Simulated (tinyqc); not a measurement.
Worked calculation: finite-difference solution of the diffusion equation on a small grid. Computed by tinyqc, a small Python program that keeps every step. Command: `OMP_NUM_THREADS=1 python tinyqc.py 3019774 3019775 out.jsonl fdiff walk`. One thread of a shared host (Intel(R) Xeon(R) Processor @ 2.30GHz), about 0.01 s of CPU time with the checks. Intermediate numbers are printed to about 6 digits and carried at full precision; extremes and crossings named in words are read from the listed rows.

dC/dt = D d2C/dx2 on nodes x_j = j dx, j = 0..8; the far end is sealed.

Inputs (values chosen for the exercise): diffusivity D = 7.6 nm^2/s; grid spacing dx = 50 nm; time step dt = 72 s; final time t_f = 2160 s; loss velocity h = 0.03 nm/s.

Boundary at x = 0: surface loss. Scheme: Crank-Nicolson.

start values C_j, j = 0, 1, ... (% of a reference): [9.38, 38.1, 78.7, 100, 54.7, 34.9, 7.9, 0, 0]

## Mesh ratio and operator

The operator M acts as (M C)_j = C_(j-1) - 2 C_j + C_(j+1); at the sealed far end a mirror node gives 2 C_(N-2) - 2 C_(N-1); at j = 0, the outward flux h C_0 gives 2 C_1 - (2 + 2 h dx/D) C_0. r = D dt/dx^2.

mesh ratio r = 0.21888

operator M, rows 0, 1, 2, 3, 4, 5, 6, 7, 8:
```
[[-2.39474, 2.00000, 0.00000, 0.00000, 0.00000, 0.00000, 0.00000, 0.00000, 0.00000],
 [1.00000, -2.00000, 1.00000, 0.00000, 0.00000, 0.00000, 0.00000, 0.00000, 0.00000],
 [0.00000, 1.00000, -2.00000, 1.00000, 0.00000, 0.00000, 0.00000, 0.00000, 0.00000],
 [0.00000, 0.00000, 1.00000, -2.00000, 1.00000, 0.00000, 0.00000, 0.00000, 0.00000],
 [0.00000, 0.00000, 0.00000, 1.00000, -2.00000, 1.00000, 0.00000, 0.00000, 0.00000],
 [0.00000, 0.00000, 0.00000, 0.00000, 1.00000, -2.00000, 1.00000, 0.00000, 0.00000],
 [0.00000, 0.00000, 0.00000, 0.00000, 0.00000, 1.00000, -2.00000, 1.00000, 0.00000],
 [0.00000, 0.00000, 0.00000, 0.00000, 0.00000, 0.00000, 1.00000, -2.00000, 1.00000],
 [0.00000, 0.00000, 0.00000, 0.00000, 0.00000, 0.00000, 0.00000, 2.00000, -2.00000]]
```

## Amplification factors

The mode of M with eigenvalue mu has its amplitude multiplied per step by g = (1 + (1 - theta) r mu)/(1 - theta r mu), with theta = 0 explicit, 1 implicit, 1/2 Crank-Nicolson; the explicit scheme is stable for r up to 2/|mu_min|.

eigenvalues mu of M: [-4.04427, -3.89645, -3.46314, -2.81424, -2.04873, -1.28301, -0.63322, -0.19591, -0.01576]

factors g: [0.386381, 0.402104, 0.450320, 0.529063, 0.633703, 0.753751, 0.870383, 0.958020, 0.996555]

largest stable r of the explicit scheme = 0.494527

The smallest factor is 0.386: no mode changes sign, and all decay but one with mu = 0 where there is such a mode.

## Time step 1

C at the start (%): [9.38, 38.10, 78.70, 100.00, 54.70, 34.90, 7.90, 0.00, 0.00]

With r = D dt/dx^2: (1 - theta r M) C(new) = (1 + (1 - theta) r M) C(old); theta = 0 explicit, 1 implicit, 1/2 Crank-Nicolson.

C after step 1 (%): [19.1546, 40.7239, 74.3889, 87.9620, 58.1384, 34.2326, 11.4283, 1.7639, 0.3167]

## Time step 2

The formulas are those given above.

C after step 2 (%): [25.7398, 43.1171, 70.2659, 79.8324, 58.5125, 34.6939, 13.9892, 3.5448, 1.1563]

## All steps

The run takes n = round(t_f/dt) steps of length t_f/n. The dose is the trapezoidal sum of C dx; the error is the largest difference from exp(M D t/dx^2) C(0), the exact time evolution on the same grid.

Course of the run:
```
step  t (s)      C_1      C_4  dose (% nm)  largest error
1        72  40.7239  58.1384      15918.7       0.194705
2       144  43.1171  58.5125      15870.2       0.181469
3       216  44.9671  57.5893      15809.6       0.141976
4       288  46.2754  56.1598      15740.7       0.107295
5       360  47.1270  54.5817      15665.7       0.088575
6       432  47.6147  53.0164      15586.7       0.076075
7       504  47.8192  51.5338      15504.8       0.064965
...     ...      ...      ...          ...            ...
24     1728  39.0361  39.0034      14131.8       0.005195
25     1800  38.4452  38.6584      14059.8       0.005040
26     1872  37.8676  38.3319      13988.9       0.004864
27     1944  37.3040  38.0219      13919.1       0.004676
28     2016  36.7548  37.7268      13850.3       0.004482
29     2088  36.2201  37.4452      13782.6       0.004287
30     2160  35.7001  37.1757      13715.8       0.004094
```

C at the end (%): [30.6758, 35.7001, 38.3822, 38.7465, 37.1757, 34.4001, 31.3791, 29.0813, 28.2267]

largest error at t_f = 0.00409401 %

final dose = 13715.8 % nm

final C_4 = 37.1757 %

The time-step error at the end is 0.0041 on a scale of 38.7. The dose falls through the surface.

## The three schemes as the step is halved

Each run reaches t_f in n equal steps; errors are the largest difference from exp(M D t_f/dx^2) C(0). A dash marks unstable explicit runs.

Largest error at t_f (%):
```
steps n        r  explicit  implicit  Crank-Nicolson
4        1.64160         -   2.66274     6.75477e-01
8        0.82080         -   1.39249     5.81321e-02
16       0.41040  0.717174   0.70890     1.44221e-02
32       0.20520  0.359830   0.35694     3.59790e-03
64       0.10260  0.179709   0.17898     8.98995e-04
128      0.05130  0.089782   0.08960     2.24719e-04
256      0.02565  0.044870   0.04482     5.61779e-05
```

From the last two rows, halving the step divides the error by 2.00 (explicit), 2.00 (implicit), 4.00 (Crank-Nicolson): a factor 2 marks first order in dt and 4 second order. The explicit scheme needs n of at least 14 to be stable; the other two are stable at any step.

Checks made by the program: matrix exponential against 4096 Crank-Nicolson steps (relative difference 6e-09).
